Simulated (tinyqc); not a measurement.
Cylindrical quantum wire, step by step. Values are carried at full precision from step to step, so a last printed digit may differ when a step is redone from the rounded ones.

With hard walls E = c (x/R)^2/mw, x a zero of J_m: (1,0) 2.404826; (2,0) 5.520078; (1,1) 3.831706; (2,1) 7.015587; (1,2) 5.135622; (2,2) 8.417244; (1,3) 6.380162; (2,3) 9.761023.

Constants: hbar^2/2m0 = 3.80998211 eV angstrom^2.

Parameters, chosen for this exercise (near those of an InGaAs wire in InAlAs; not measured data): R = 59 angstrom (radius); mw = 0.042 m0 (mass inside); V0 = 0.521 eV (barrier height); mb = 0.0742 m0 (mass outside); E = 0.1042 eV (trial energy).

## Hard-wall levels

The six lowest of these, with their orbital degeneracy; c = hbar^2/2m0.

Hard walls:

| state | degeneracy | x | E (eV) |
|---|---|---|---|
| (1,0) | 1 | 2.4048 | 0.1507 |
| (1,1) | 2 | 3.8317 | 0.3826 |
| (1,2) | 2 | 5.1356 | 0.6873 |
| (2,0) | 1 | 5.5201 | 0.7941 |
| (1,3) | 2 | 6.3802 | 1.0608 |
| (2,1) | 2 | 7.0156 | 1.2826 |

The ballistic conductance steps are 2, 4, 4, 2 e^2/h as EF passes the first four edges (spin included, one valley). The real barrier, V0 = 0.521 eV, lies below 4 values at the end of the list.

## The matching condition at a trial energy

A cylinder of radius R, isotropic masses, c = hbar^2/2m0, k = sqrt(mw E/c), kappa = sqrt(mb (V0 - E)/c). State (n, m) is J_m(k r) inside and K_m(kappa r) outside; psi and psi'/m are continuous: (k/mw) J_m'(kR)/J_m(kR) = (kappa/mb) K_m'(kappa R)/K_m(kappa R).

Both sides for the lowest state, with J_0' = -J_1 and K_0' = -K_1.

k R = 1.9996
kappa R = 5.3156
left side = -2.0767 1/angstrom
right side = -1.3239 1/angstrom

The left side falls with E and the right side rises; here the left is the smaller, so the level lies below the trial energy.

## Bound levels

All roots below V0 for angular numbers 0 to 3, two each at most; the last column is the ratio to the hard-wall level.

Finite barrier:

| state | degeneracy | E (eV) | k R | E/E(hard) |
|---|---|---|---|---|
| (1,0) | 1 | 0.0877 | 1.8349 | 0.582 |
| (1,1) | 2 | 0.2230 | 2.9254 | 0.583 |
| (1,2) | 2 | 0.3933 | 3.8850 | 0.572 |
| (2,0) | 1 | 0.4554 | 4.1802 | 0.573 |

4 levels of these are bound; the lowest reaches 58 % of its hard-wall value.

## Checks

- Lowest level by radial finite differences against the matching condition, eV: both 0.0877.

Program tinyqc; command `OMP_NUM_THREADS=1 python tinyqc.py 1280765 1280766 out.jsonl`; about 0.04 s on one thread of a shared Intel(R) Xeon(R) Processor @ 2.30GHz.
